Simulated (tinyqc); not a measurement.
Inside a calculation: hydrogenic donor in a hard-walled well (variational). Values are carried at full precision from step to step, so a last printed digit may differ when a step is redone from the rounded ones.

Constants: Ry = 13.60569312 eV; a0 (Bohr radius) = 0.5291772105 angstrom; hbar^2/2m0 = 3.80998211 eV angstrom^2; e^2/(4 pi eps0) = 14.39964547 eV angstrom.

Values chosen for the exercise (near those of InGaAs; the results hold for these values, not for the real material): m = 0.042 m0 (mass); eps = 13.6 (dielectric constant); L = 195 angstrom (well width); zi = 69 angstrom (position of the donor from the centre); lam = 269 angstrom (trial length); lams = (107, 136, 165, 194, 232, 281, 349) angstrom (trial lengths).

## Bulk donor

Ry* = Ry m/eps^2, a* = a0 eps/m, and the subband energy c (pi/L)^2/m with c = hbar^2/2m0.

Ry* = 3.090 meV
a* = 171.35 angstrom
subband energy = 23.55 meV

## One trial length

Trial function cos(pi z/L) exp(-r/lam), r measured from the donor at zi, walls at +/- L/2, one eps everywhere. Counted from the lowest subband, E(lam) = c/(m lam^2) - (q/eps) I0/I1, with I0 the integral of cos^2(pi z/L) exp(-2|z - zi|/lam) over the well and I1 the same with the factor (|z - zi| + lam/2); c = hbar^2/2m0, q = e^2/(4 pi eps0). The binding energy is -E at the minimum.

Evaluate I0, I1 and both terms.

I0 = 60.198 angstrom
I1 = 11738.2 angstrom^2
kinetic term = 1.254 meV
Coulomb term = -5.430 meV
E = -4.176 meV

## Scan and minimum

E for each trial length, then the minimum.

Scan:
```
lam (angstrom)  kinetic (meV)  Coulomb (meV)  E (meV)
107                     7.923        -10.397   -2.474
136                     4.905         -8.792   -3.887
165                     3.332         -7.688   -4.356
194                     2.410         -6.865   -4.455
232                     1.685         -6.046   -4.360
281                     1.149         -5.258   -4.109
349                     0.745         -4.468   -3.723
```

best lam = 193.7 angstrom
binding energy = 4.46 meV
in Ry* = 1.442

At L = 1.14 a* this donor is bound more strongly than in the bulk.

## Checks

- Binding at the centre of a very wide well (200 a*) against Ry*, meV: both 3.09.
- Binding in a very thin well (a*/2000) against 4 Ry*, meV: both 12.4.

Computed by tinyqc, a small Python program: `OMP_NUM_THREADS=1 python tinyqc.py 1281011 1281012 out.jsonl` (the numbers bound the seed that draws the inputs); one thread of a shared host (Intel(R) Xeon(R) Processor @ 2.30GHz), about 0.03 s for the whole set of steps.
